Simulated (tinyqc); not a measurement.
UHF in the 6-31g basis, for H-, spin multiplicity 1, step by step. The basis has no diffuse functions, so it cannot describe the extra electron: this is an exercise in the method, not the real anion. Computed by tinyqc, a small Python program that keeps every step (integrals from PySCF). Settings: charge = -1, multiplicity = 1, basis = 6-31g, energy threshold = 1e-09, iteration cap = 74, orthogonalisation = symmetric, start = Wolfsberg-Helmholz matrix, DIIS depth = 4, method = UHF, break = 0.7. Command: `OMP_NUM_THREADS=1 python tinyqc.py 31204 31205 out.jsonl` (the two numbers bound the seeds that draw the settings). One thread of a shared host (Intel(R) Xeon(R) Processor @ 2.60GHz), about 0.07 s of CPU time with the checks. Later iterations appear only in the table of the cycle.

## One-electron integrals

Geometry (angstrom):
```
atom        x        y        z
H     0.00000  0.00000  0.00000
```

Basis 6-31g: exponents (1/bohr^2) and contraction coefficients of normalised primitives:
```
element  l (shell)  exponent  coefficient
H            s (1)  18.73114      0.03349
H            s (1)   2.82539      0.23473
H            s (1)   0.64012      0.81376
H            s (2)   0.16128      1.00000
```

Overlap, kinetic and nuclear-attraction integrals over the contracted functions; the nuclear repulsion is the sum of Za Zb / Rab.

nuclear repulsion = 0 hartree

overlap S:
```
         1H 1s    1H 2s
1H 1s  1.00000  0.65829
1H 2s  0.65829  1.00000
```

kinetic energy T (hartree):
```
         1H 1s    1H 2s
1H 1s  1.39568  0.25974
1H 2s  0.25974  0.24192
```

nuclear attraction V (hartree):
```
          1H 1s     1H 2s
1H 1s  -1.65323  -0.74231
1H 2s  -0.74231  -0.64085
```

core Hamiltonian H = T + V (hartree):
```
          1H 1s     1H 2s
1H 1s  -0.25755  -0.48258
1H 2s  -0.48258  -0.39893
```

## Two-electron integrals

Functions are numbered as in S; the eight-fold symmetry (ij|kl) = (ji|kl) = (kl|ij) leaves the list below.

Two-electron integrals (ij|kl) in chemists' order, unique and non-zero (hartree):
```
(11|11) 1.07657   (21|11) 0.57847   (21|21) 0.32942   (22|11) 0.58740
(22|21) 0.36130   (22|22) 0.45315
```

## Orthogonalisation

S = U s U^T; symmetric (Loewdin) form X = U s^(-1/2) U^T, so that X^T S X = 1.

eigenvalues of S: 0.34171  1.65829

X:
```
          1H 1s     1H 2s
1H 1s   1.24362  -0.46707
1H 2s  -0.46707   1.24362
```

## Starting guess

The start is the generalised Wolfsberg-Helmholz matrix (K = 1.75) built on H, with HOMO and LUMO mixed by +/-0.7 rad for the two spins; D(s) = C_occ C_occ^T for each spin.

D(alpha) at the start:
```
          1H 1s     1H 2s
1H 1s   1.19667  -0.16710
1H 2s  -0.16710   0.02333
```

D(beta) at the start:
```
          1H 1s     1H 2s
1H 1s   0.31004  -0.70964
1H 2s  -0.70964   1.62426
```

## Iteration 1: building the Fock matrix

J_ij = sum D_kl (ij|kl) with D = D(alpha) + D(beta), K_ij = sum D_kl (ik|jl) for each spin; F = H + J - K(s); E = tr D H + tr D J / 2 - 0.5 sum_s tr D(s) K(s) + E_nn.

Coulomb J (hartree):
```
         1H 1s    1H 2s
1H 1s  1.57553  0.88923
1H 2s  0.88923  0.99810
```

exchange K(alpha) (hartree):
```
         1H 1s    1H 2s
1H 1s  1.10265  0.54747
1H 2s  0.54747  0.28404
```

exchange K(beta) (hartree):
```
         1H 1s    1H 2s
1H 1s  0.04784  0.11559
1H 2s  0.11559  0.32538
```

F(alpha) (hartree):
```
          1H 1s     1H 2s
1H 1s   0.21532  -0.14081
1H 2s  -0.14081   0.31513
```

F(beta) (hartree):
```
         1H 1s    1H 2s
1H 1s  1.27014  0.29107
1H 2s  0.29107  0.27379
```

total energy of this density = 0.2691650 hartree

## Iteration 1: diagonalisation and new density

Diagonalise F' = X^T F X, C = X C', fill 1 alpha and 1 beta electrons from the bottom; D(s) = C_occ C_occ^T. Each column has its largest component positive (the first on a tie).

F' = X^T F X (alpha) (hartree):
```
          1         2
1   0.56534  -0.55662
2  -0.55662   0.69794
```

orbital energies (alpha) (hartree): MO1 0.07109, MO2 1.19219

coefficients C (alpha):
```
           MO1       MO2
1H 1s  0.61980  -1.17499
1H 2s  0.47648   1.24005
```

F' = X^T F X (beta) (hartree):
```
          1         2
1   1.68598  -0.38315
2  -0.38315   0.36240
```

orbital energies (beta) (hartree): MO1 0.25948, MO2 1.78889

coefficients C (beta):
```
            MO1       MO2
1H 1s  -0.12849   1.32221
1H 2s   1.07989  -0.77368
```

D(alpha) after iteration 1:
```
         1H 1s    1H 2s
1H 1s  0.38415  0.29532
1H 2s  0.29532  0.22703
```

D(beta) after iteration 1:
```
          1H 1s     1H 2s
1H 1s   0.01651  -0.13875
1H 2s  -0.13875   1.16617
```

## Iteration 2: building the Fock matrix

As before.

Coulomb J (hartree):
```
         1H 1s    1H 2s
1H 1s  1.43084  0.83829
1H 2s  0.83829  0.97981
```

exchange K(alpha) (hartree):
```
         1H 1s    1H 2s
1H 1s  0.83002  0.57500
1H 2s  0.57500  0.44283
```

exchange K(beta) (hartree):
```
         1H 1s    1H 2s
1H 1s  0.24141  0.30368
1H 2s  0.30368  0.43363
```

F(alpha) (hartree):
```
          1H 1s     1H 2s
1H 1s   0.34326  -0.21929
1H 2s  -0.21929   0.13805
```

F(beta) (hartree):
```
         1H 1s    1H 2s
1H 1s  0.93188  0.05204
1H 2s  0.05204  0.14725
```

total energy of this density = -0.3018726 hartree

## Iteration 2: DIIS over 2 matrices

error matrix X^T (FDS - SDF) X (alpha):
```
          1        2
1   0.00000  0.21419
2  -0.21419  0.00000
```

B (overlaps of the stored error matrices):
```
               1              2
1  8.7664329e-01  3.8931496e-01
2  3.8931496e-01  1.7325554e-01
```

Minimise |sum c_i e_i|^2 with sum c_i = 1: solve [B -1; -1 0][c; lambda] = [0; -1] with B_ij = tr e_i^T e_j summed over both spins, and take F = sum c_i F_i.

DIIS coefficients: -0.79648  1.79648

extrapolated F(alpha) (hartree):
```
          1H 1s     1H 2s
1H 1s   0.44517  -0.28179
1H 2s  -0.28179  -0.00299
```

extrapolated F(beta) (hartree):
```
          1H 1s     1H 2s
1H 1s   0.66247  -0.13834
1H 2s  -0.13834   0.04647
```

## Iteration 2: diagonalisation and new density

As before.

F' = X^T F X (alpha) (hartree):
```
          1         2
1   1.01520  -0.75413
2  -0.75413   0.41985
```

orbital energies (alpha) (hartree): MO1 -0.09323, MO2 1.52828

coefficients C (alpha):
```
           MO1       MO2
1H 1s  0.31338   1.29095
1H 2s  0.76548  -1.08572
```

F' = X^T F X (beta) (hartree):
```
          1         2
1   1.19542  -0.65593
2  -0.65593   0.37711
```

orbital energies (beta) (hartree): MO1 0.01318, MO2 1.55935

coefficients C (beta):
```
           MO1       MO2
1H 1s  0.19493   1.31406
1H 2s  0.86086  -1.01177
```

D(alpha) after iteration 2:
```
         1H 1s    1H 2s
1H 1s  0.09821  0.23989
1H 2s  0.23989  0.58596
```

D(beta) after iteration 2:
```
         1H 1s    1H 2s
1H 1s  0.03800  0.16780
1H 2s  0.16780  0.74108
```

## Iteration 3: building the Fock matrix

As before.

Coulomb J (hartree):
```
         1H 1s    1H 2s
1H 1s  1.39780  0.82686
1H 2s  0.82686  0.97595
```

exchange K(alpha) (hartree):
```
         1H 1s    1H 2s
1H 1s  0.57629  0.48845
1H 2s  0.48845  0.47122
```

exchange K(beta) (hartree):
```
         1H 1s    1H 2s
1H 1s  0.47917  0.44358
1H 2s  0.44358  0.46959
```

F(alpha) (hartree):
```
          1H 1s     1H 2s
1H 1s   0.56396  -0.14417
1H 2s  -0.14417   0.10579
```

F(beta) (hartree):
```
          1H 1s     1H 2s
1H 1s   0.66108  -0.09930
1H 2s  -0.09930   0.10743
```

total energy of this density = -0.4191759 hartree

## Iteration 3: DIIS over 3 matrices

error matrix X^T (FDS - SDF) X (alpha):
```
          1        2
1   0.00000  0.04681
2  -0.04681  0.00000
```

B (overlaps of the stored error matrices):
```
               1              2              3
1  8.7664329e-01  3.8931496e-01  5.9270765e-02
2  3.8931496e-01  1.7325554e-01  2.6908993e-02
3  5.9270765e-02  2.6908993e-02  4.9597628e-03
```

As before.

DIIS coefficients: 21.44652  -53.29307  32.84655

extrapolated F(alpha) (hartree):
```
         1H 1s    1H 2s
1H 1s  4.84836  3.93101
1H 2s  3.93101  2.87638
```

extrapolated F(beta) (hartree):
```
          1H 1s    1H 2s
1H 1s  -0.70861  0.20756
1H 2s   0.20756  1.55281
```

## Iteration 3: diagonalisation and new density

As before.

F' = X^T F X (alpha) (hartree):
```
         1        2
1  3.55921  2.45027
2  2.45027  0.93955
```

orbital energies (alpha) (hartree): MO1 -0.52901, MO2 5.02777

coefficients C (alpha):
```
            MO1      MO2
1H 1s  -1.03995  0.82659
1H 2s   1.30682  0.23870
```

F' = X^T F X (beta) (hartree):
```
          1         2
1  -0.99830  -0.12408
2  -0.12408   2.00586
```

orbital energies (beta) (hartree): MO1 -1.00342, MO2 2.01098

coefficients C (beta):
```
            MO1       MO2
1H 1s   1.22332  -0.51791
1H 2s  -0.41544   1.26181
```

D(alpha) after iteration 3:
```
          1H 1s     1H 2s
1H 1s   1.08150  -1.35903
1H 2s  -1.35903   1.70777
```

D(beta) after iteration 3:
```
          1H 1s     1H 2s
1H 1s   1.49652  -0.50822
1H 2s  -0.50822   0.17259
```

## Iteration 10 (converged): orbitals

converged F(alpha) (hartree):
```
          1H 1s     1H 2s
1H 1s   0.60964  -0.12367
1H 2s  -0.12367   0.10139
```

converged F(beta) (hartree):
```
          1H 1s     1H 2s
1H 1s   0.60964  -0.12367
1H 2s  -0.12367   0.10139
```

As before.

F' = X^T F X (alpha) (hartree):
```
          1         2
1   1.10866  -0.63125
2  -0.63125   0.43348
```

orbital energies (alpha) (hartree): MO1 0.05521, MO2 1.48692

coefficients C (alpha):
```
           MO1       MO2
1H 1s  0.23859   1.30684
1H 2s  0.82668  -1.03988
```

F' = X^T F X (beta) (hartree):
```
          1         2
1   1.10866  -0.63125
2  -0.63125   0.43348
```

orbital energies (beta) (hartree): MO1 0.05521, MO2 1.48692

coefficients C (beta):
```
           MO1       MO2
1H 1s  0.23859   1.30684
1H 2s  0.82668  -1.03988
```

D(alpha) after iteration 10:
```
         1H 1s    1H 2s
1H 1s  0.05692  0.19723
1H 2s  0.19723  0.68340
```

D(beta) after iteration 10:
```
         1H 1s    1H 2s
1H 1s  0.05692  0.19723
1H 2s  0.19723  0.68340
```

## Convergence

Stop when the energy changes by less than 1e-09 hartree and every element of the error matrix X^T (F D S - S D F) X (for each spin) is below 9e-06.

Course of the cycle:
```
iteration  E (hartree)     change  largest element of the error matrix
1            0.2691650          -                             4.76e-01
2           -0.3018726  -5.71e-01                             2.14e-01
3           -0.4191759  -1.17e-01                             4.68e-02
4            0.9994446   1.42e+00                             5.94e-01
5           -0.4214243  -1.42e+00                             2.82e-02
6           -0.4219343  -5.10e-04                             1.98e-02
7           -0.4223641  -4.30e-04                             7.36e-03
8           -0.4224417  -7.75e-05                             4.18e-04
9           -0.4224419  -2.70e-07                             6.54e-08
10          -0.4224419  -2.33e-15                             2.97e-08
```

PySCF UHF in the same basis, after a stability check = -0.4224419 hartree

Converged in 10 iterations.

## Populations

Mulliken: Z minus the diagonal of D S on the atom; Loewdin: the same with S^(1/2) D S^(1/2).

Charges (e):
```
atom  Mulliken   Loewdin  Mulliken spin
1H    -1.00000  -1.00000              0
```

<S^2> of the determinant (pure state: 0) = 0.00000
